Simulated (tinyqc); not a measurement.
Hubbard chain of 2 sites, step by step. One step of it, computed by the program tinyqc.

Task: The many-body Hamiltonian. Basis: all placements (u, d, 2, 0 on each site), up operators ordered before down ones; hops carry the sign of the same-spin electrons passed.

one-body matrix (hopping and site energies) (eV), order 1, 2:
```
[[0.000000, -1.420000],
 [-1.420000, 0.000000]]
```

U = 8.500000 eV

electrons, up and down: [1, 1]

Give: H.

Result:

H (eV), order 20, ud, du, 02:
```
[[8.5000, -1.4200, -1.4200, 0.0000],
 [-1.4200, 0.0000, 0.0000, -1.4200],
 [-1.4200, 0.0000, 0.0000, -1.4200],
 [0.0000, -1.4200, -1.4200, 8.5000]]
```
